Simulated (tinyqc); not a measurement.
Plasmons of a degenerate electron gas in the random-phase approximation, step by step. Values are carried at full precision from step to step, so a last printed digit may differ when a step is redone from the rounded ones.

Zero temperature, parabolic band: kF = (3 pi^2 n)^(1/3), EF = c kF^2/m, Ep^2 = 8 pi c e2 n/(m eb), qTF^2 = 6 pi e2 n/(eb EF), c = hbar^2/2m0, e2 = e^2/(4 pi eps0), n in 1/angstrom^3 (1e-24 per 1/cm^3).

Constants: hbar^2/2m0 = 3.80998211 eV angstrom^2; e^2/(4 pi eps0) = 14.39964547 eV angstrom; a0 (Bohr radius) = 0.5291772105 angstrom.

Values chosen for the exercise (a free-electron density near that of Al; shifted at random, so the results belong to these values and not to a real crystal):
```
symbol  value     unit        meaning
n       1.79e+23  1/cm^3      electron density
m       1         m0          mass
eb      1                     background dielectric constant
q       1.45      1/angstrom  wave vector
E       19.7      eV          energy transfer
qp      1.1       1/angstrom  wave vector of the plasmon
```

## Scales of the gas

Also rs = (3/(4 pi n))^(1/3) m/(a0 eb).

kF = 1.7435 1/angstrom
EF = 11.582 eV
Ep = 15.710 eV
qTF = 2.0482 1/angstrom
hbar vF = 13.285 eV angstrom
rs = 2.080

Ep/EF = 1.356. With rs above 1 exchange and correlation, left out here, lower the dispersion noticeably.

## The dielectric function at one point

Lindhard function: eps(q, E)/eb = 1 + (qTF/q)^2 (f1 + i f2) with z = q/(2 kF), u = E/(hbar vF q), hbar vF = 2 c kF/m; f1 = 1/2 + [h(z - u) + h(z + u)]/(8 z), h(x) = (1 - x^2) ln|(x + 1)/(x - 1)|; f2 = pi u/2 for z + u < 1, (pi/(8 z))(1 - (z - u)^2) for |z - u| < 1 < z + u, else 0. Pairs exist for c (q^2 - 2 q kF)/m < E < c (q^2 + 2 q kF)/m.

Give also the loss function Im(-eb/eps).

z, u: [0.4158, 1.0226]

f1, f2: [-0.3188, 0.5966]

eps/eb = 0.364+1.190i
loss function = 0.768

The point lies inside the pair continuum, so eps has an imaginary part.

## The plasmon at one wave vector

Solve f1 (qTF/q)^2 = -1 above the continuum, and compare with E^2 = Ep^2 + (3/5)(hbar vF q)^2 + (c q^2/m)^2.

top of the continuum = 19.22 eV
plasmon energy = 20.70 eV
short formula = 19.90 eV

The plasmon lies 1.475 eV above the continuum and 31.8 % above Ep; the short formula errs by -3.83 %.

## Where Landau damping starts

Find qc at which the plasmon meets the top of the continuum, eps(qc, c (qc^2 + 2 qc kF)/m) = 0, and compare with Ep/(hbar vF).

qc = 1.290 1/angstrom
qc/kF = 0.740
energy there = 23.48 eV
Ep/(hbar vF) = 1.183 1/angstrom

The simple estimate is 0.917 times qc.

## Checks

- F-sum of the loss function at q = 1.3 qc over (pi/2) Ep^2 against 1: both 1.00.
- f1 at E = 0 and z = 0.6 against the static Lindhard function: both 0.86968.

Program tinyqc; command `OMP_NUM_THREADS=1 python tinyqc.py 1650802 1650803 out.jsonl`; about 0.01 s on one thread of a shared Intel(R) Xeon(R) Processor @ 2.30GHz.
